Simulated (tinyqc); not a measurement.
# Worked calculation: pillar capacitor in an array: capacitance, non-linearity, leakage and relaxation

Computed by the program tinyqc: `OMP_NUM_THREADS=1 python tinyqc.py 2102205 2102206 out.jsonl`, one thread of a shared Intel Xeon 2.30GHz, about 0.01 s for the whole run. Printed values are rounded.

A film between two metal electrodes, each interface adding a series capacitance ci. The small-signal permittivity is ek (1 + aq E^2); the field is found with the linear permittivity. Leakage J = J0 sinh(E/Ef). After a voltage step the film passes a relaxation current kr C V tt^(-nr), tt being the time in seconds. The sidewall is a coaxial capacitor with radii a = dm/2 and b = dm/2 + t, depth AR dm; the end face is left out.

Parameters, values chosen for the exercise; permittivity of the order of that of titanium dioxide: relative permittivity of the film ek = 86.3; film thickness t = 16 nm; capacitance of each electrode interface (dead layer and screening) ci = 1000 uF/cm^2; quadratic field coefficient of the permittivity aq = 0.026 cm^2/MV^2; bias V = 2.1 V; leakage prefactor J0 = 1.5e-10 A/cm^2; field for an e-fold rise of the leakage Ef = 0.36 MV/cm; diameter of the pillar dm = 180 nm; aspect ratio, depth over diameter AR = 30; pitch of the square array pt = 420 nm; resistivity of the inner electrode rho = 520 uohm cm.

Constants: eps0 = 8.8541878128e-14 F/cm where lengths are in cm. Results are converted to the units shown.

## Planar capacitance, field and non-linearity

Planar film: Cf = eps0 ek/t, 1/C = 1/Cf + 2/ci, EOT = 3.9 eps0/C, effective permittivity C t/eps0, E = (V/t) C/Cf; quadratic coefficient [C(V)/C - 1]/V^2 with Cf (1 + aq E^2) in C(V).

Cf = 4.775728 uF/cm^2
C = 4.730544 uF/cm^2
EOT = 0.7299654 nm
effective permittivity = 85.48351
E = 1.300082 MV/cm
quadratic coefficient = 9866.599 ppm/V^2
J = 2.774145e-9 A/cm^2

The interfaces take 0.946 % of the voltage.

## Cell capacitance, fields and time constant

Per length 1/c = ln(b/a)/(2 pi eps0 ek) + (1/a + 1/b)/(2 pi ci); cell capacitance c AR dm; per footprint over pt^2; fields c V/(2 pi eps0 ek r) at r = a and b; resistance of the inner electrode rho AR dm/(pi a^2); time constant R C/3 of the distributed line.

a = 90 nm
b = 106 nm
cell capacitance = 156.9369 fF
capacitance per footprint = 88.96647 uF/cm^2
field at a = 1.412435 MV/cm
field at b = 1.199238 MV/cm
R = 1.103474 kohm
R C/3 = 57.72526 ps

The array gives 18.8 times the planar capacitance per footprint; curvature makes the field at the inner electrode 1.09 times the planar value.
